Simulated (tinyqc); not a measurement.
Worked calculation: finite-size error of a charged defect in a periodic cell: Madelung and Makov-Payne terms. Computed by tinyqc, a small Python program that keeps every step. Command: `OMP_NUM_THREADS=1 python tinyqc.py 3026624 3026625 out.jsonl imagecharge walk`. One thread of a shared host (Intel(R) Xeon(R) Processor @ 2.30GHz), about 0.02 s of CPU time with the checks. Intermediate numbers are printed to about 6 digits and carried at full precision; extremes and crossings named in words are read from the listed rows.

L is the cube root of the cell volume. The defect charge is a Gaussian, rho(r) = q (2 pi sigma^2)^(-3/2) exp(-r^2/2 sigma^2), repeated periodically in a uniform neutralising background and screened by a continuum. The model cell energy is E(L) = E_0 + [periodic - isolated electrostatic energy].

Inputs (values chosen for the exercise, for a model host):
```
quantity,value,unit
charge q,-1,e
cell length L,15,angstrom
dielectric constant eps,10.4,-
width sigma of the defect charge,1.8,angstrom
formation energy of the isolated defect E_0,5.48,eV
```

Supercell lattice: bcc. Screening: isotropic.

scatter added to the six cells, standing for numerical noise (meV): [20, 12, -1.3, 2.2, 2.7, 0.76]

Constants: e^2/(4 pi eps_0) = 14.39964548 eV angstrom.

## The cell

Cell vectors: (-1,1,1), (1,-1,1), (1,1,-1), scaled to volume L^3.

cell vectors (rows) (angstrom):
```
,1,2,3
1,-9.44941,9.44941,9.44941
2,9.44941,-9.44941,9.44941
3,9.44941,9.44941,-9.44941
```

nearest image = 16.3669 angstrom

## Madelung energy

Ewald sum for a unit point charge: scale each Cartesian component of the cell by 1/sqrt(eps_i), giving R', G' and V'; E = [ (1/2) sum erfc(eta R')/R' + (2 pi/V') sum exp(-G'^2/4 eta^2)/G'^2 - eta/sqrt(pi) - pi/(2 V' eta^2) ] e^2/(4 pi eps_0) / sqrt(eps_x eps_y eps_z), over n_i = -6..6, omitting n = (0,0,0), eta = 2/V'^(1/3). alpha = -2 E eps_g L/(e^2/(4 pi eps_0)), eps_g = (eps_x eps_y eps_z)^(1/3).

terms for a unit charge (eV): real space 0.000767, reciprocal 0.006327, self -0.104156, background -0.036248

Madelung constant alpha = 2.88846

point-charge correction -q^2 E = 0.133310 eV

## Energy of the smeared charge in the cell

Periodic energy of the Gaussian: (2 pi q^2/V) sum_(G != 0) exp(-sigma^2 G^2)/(G.eps.G) x e^2/(4 pi eps_0), n_i = -k..k with k = max(9, L/sigma rounded up). Isolated energy: q^2/(2 sqrt(pi) sigma) <1/(n.eps.n)> e^2/(4 pi eps_0), the mean over directions n, here 1/eps.

periodic energy = 0.0920319 eV

isolated energy = 0.216991 eV

finite-size error = -0.124959 eV

E(L) = 5.35504 eV

## Makov-Payne correction

Second radial moment Q = q <r^2> = 3 q sigma^2; E(corrected) = E(L) + q^2 alpha e^2/(4 pi eps_0)/(2 eps L) - 2 pi q Q e^2/(4 pi eps_0)/(3 eps L^3). Errors left are the corrected energies less E_0.

Q = -9.72 e angstrom^2

third-order term = -0.00835160 eV

error left after the first term = 0.00835160 eV

error left after both terms = 0 eV

third-order over first-order term, in size = 0.0626478

The point-charge term alone overcorrects by 0.00835 eV, 6 % of itself; both terms together are exact to 1e-7 eV, since the clouds do not overlap.

## A series of cells

Cells of the same shape with L scaled by 0.7, 0.85, 1, 1.25, 1.5 and 2; the scatter is added to E(L). The point-charge correction scales as 1/L from its value at the input L.

Scaling data:
```
L (angstrom),1/L (1/angstrom),E(L) (eV),E(L) + point-charge correction (eV)
10.50,0.0952381,5.33390,5.52435
12.75,0.0784314,5.34876,5.50560
15.00,0.0666667,5.35374,5.48705
18.75,0.0533333,5.37983,5.48648
22.50,0.0444444,5.39630,5.48517
30.00,0.0333333,5.41515,5.48180
```

## Ways to reach the isolated limit

Least-squares fits of E(L) to a + b/L, a + c/L^3 or a + b/L + c/L^3; the estimate is a, and errors are against E_0.

Estimates of E_0:
```
way,estimate (eV),error (meV)
"largest cell, uncorrected",5.41515,-64.851
"largest cell, point-charge term",5.48180,1.804
"1/L fit, three smallest",5.40214,-77.861
"1/L fit, all six",5.45374,-26.263
"1/L^3 fit, all six",5.39979,-80.210
"1/L and 1/L^3, three smallest",5.33100,-149.002
"1/L and 1/L^3, all six",5.48992,9.921
"corrected data, 1/L^3 fit",5.47838,-1.622
```

coefficient b of the full fit = -2.29338 eV angstrom

Best here: corrected data, 1/L^3 fit (-1.6 meV); worst: 1/L and 1/L^3, three smallest (-149 meV). The fitted b is 114.7 % of the Madelung value -q^2 alpha e^2/(8 pi eps_0 eps_g). The three-term fit to three small cells has no spare point and magnifies the scatter.

Checks made by the program: the same sum with another eta (relative difference below 1e-10); both terms against the exact model when the clouds do not overlap (relative difference 3e-10).
